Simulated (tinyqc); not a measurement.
Comparisons within one model: band offset of a heterojunction with an interface dipole (two-band chains, self-consistent charge). A value that a table varies takes the place of the one given here.

Sites alternate A, C. Left: A at -G1/2, C at +G1/2, hopping -t1; right: A at D - G2/2, C at D + G2/2, hopping -t2; the bonds across the two interfaces of a ring (C left to A right, C right to A left) have -sqrt(t1 t2). D is the offset of the mid-gaps, so Ev(right) - Ev(left) = D - (G2 - G1)/2 and Ec(right) - Ec(left) = D + (G2 - G1)/2. The closing bond has its sign reversed (antiperiodic ring). Half the levels are filled with two electrons each. The charge moved is q = (electrons on the left) less one a site; the mean over the two interfaces, q/2, is taken as the charge that crosses each, and its dipole opposes the offset: D = D0 - u q/2.

From here on the ring has 24 cells a side.

Parameters, chosen for this exercise (gaps near those of Si and Ge; the chains and D0 are free models, so the offsets are not those of the real pair; the results hold for these values, not for the real material): G1 = 1.15 eV (gap on the left); G2 = 0.72 eV (gap on the right); t1 = 1.86 eV (hopping on the left); t2 = 1.77 eV (hopping on the right); u = 6.3 eV (potential step per electron moved across); D0 = -0.55 eV (mid-gap of the right side above that of the left, without dipole).

## Where the moved charge sits

D = -0.19483 eV

Electrons in cell k from an interface at the self-consistent D, less those at D = 0. Interface 1 joins C left to A right, interface 2 C right to A left. The decay lengths 1/(2 kappa a) are those of mid-gap states, cosh(kappa a) = 1 + G^2/(8 t^2).

Change of the electron count:
```
k  left of 1  right of 1  left of 2  right of 2
1   -0.02839     0.02365   -0.03184     0.02672
2   -0.01233     0.01168   -0.01397     0.01321
3   -0.00604     0.00678   -0.00685     0.00764
4   -0.00304     0.00410   -0.00345     0.00459
5   -0.00155     0.00252   -0.00176     0.00282
6   -0.00080     0.00158   -0.00090     0.00176
```

decay lengths (cells): left 1.624, right 2.463

What does this show, and why?

Over six cells interface 1 moves -0.0521 electrons to the left side and +0.0503 to the right, interface 2 -0.0588 and +0.0567: each change is a dipole, and the two differ because the bonds join different sites. The first cells hold 51 % of it at interface 1. The tail is longer on the right, where the gap is smaller against the hopping: from k = 2 to 4 it falls by a factor 2.85, and pure mid-gap decay would give 2.25; the exponential carries a prefactor that falls as a power of the distance, so the first cells drop faster.

## Screening of the starting offset

chi = 0.574618 1/eV

D0 is varied; the self-consistent D is found by bisection. chi = dq/dD at D = 0; the linear rule is D = S D0 with S = 1/(1 + u chi/2). The gap of the junction closes (type III) at |D| = (G1 + G2)/2.

Against D0:
```
2 D0/(G1 + G2)  D0 (eV)  q at D0   D (eV)    D/D0  linear (eV)
-0.85            -0.795  -0.5270  -0.2801  0.3525      -0.2828
-0.55            -0.514  -0.3113  -0.1823  0.3544      -0.1830
-0.30            -0.281  -0.1636  -0.0997  0.3554      -0.0998
-0.15            -0.140  -0.0809  -0.0499  0.3558      -0.0499
0.10              0.093   0.0538   0.0333  0.3558       0.0333
0.25              0.234   0.1357   0.0831  0.3556       0.0832
0.50              0.468   0.2803   0.1658  0.3547       0.1664
0.80              0.748   0.4856   0.2639  0.3529       0.2662
0.95              0.888   0.6257   0.3124  0.3516       0.3161
```

What can be read from the table?

D/D0 lies between 0.352 and 0.356, against S = 0.356 from chi at D = 0; the linear rule misses by at most 4 meV. q is odd in D. Most of the starting offset is screened, which draws the neutrality levels together.

## Wider gaps screen less

G2 is varied. chi = (q(+0.01) - q(-0.01))/0.02 at D = 0, S = 1/(1 + u chi/2).

Against G2:
```
G2 (eV)  chi (1/eV)       S
0.7         0.58105  0.3533
1.1         0.47635  0.3999
1.5         0.40421  0.4399
2.3         0.30731  0.5081
3.4         0.22377  0.5865
5.5         0.13290  0.7049
7.0         0.09516  0.7694
9.0         0.06324  0.8339
```

What does this show?

chi falls from 0.5811 to 0.0632 1/eV, a factor 9.2, and S rises from 0.353 to 0.834: charge crosses through the tails of states that tunnel into the other gap, and these shorten as the gap widens. u is kept fixed, though a wider gap also screens less and would raise it.

## What each parameter does

Self-consistent D by bisection, q there, and the two offsets. Each row changes one parameter from the base and keeps the others.

Results:
```
case             D (eV)        q  valence offset (eV)  conduction offset (eV)
base            -0.1948  -0.1128               0.0202                 -0.4098
G1 = 1.322 eV   -0.2056  -0.1093               0.0954                 -0.5066
G2 = 0.828 eV   -0.2022  -0.1104              -0.0412                 -0.3632
t1 = 2.139 eV   -0.1951  -0.1127               0.0199                 -0.4101
t2 = 2.035 eV   -0.1950  -0.1127               0.0200                 -0.4100
D0 = -0.632 eV  -0.2236  -0.1297              -0.0086                 -0.4386
u = 7.245 eV    -0.1778  -0.1028               0.0372                 -0.3928
```

How do the results move?

The largest shifts from the base row, up to three for each result and ties (the steps differ in size, so this ranks the rows, not the parameters). D (eV): D0 -0.0287, u +0.0171, G1 -0.0108. q: D0 -0.0169, u +0.0100, G1 +0.0034. valence offset (eV): G1 +0.0752, G2 -0.0613, D0 -0.0287. conduction offset (eV): G1 -0.0968, G2 +0.0467, D0 -0.0287.

(tinyqc, `OMP_NUM_THREADS=1 python tinyqc.py 1451017 1451018 out.jsonl`, Intel(R) Xeon(R) Processor @ 2.30GHz, 1 thread, shared host, about 0.4 s.)
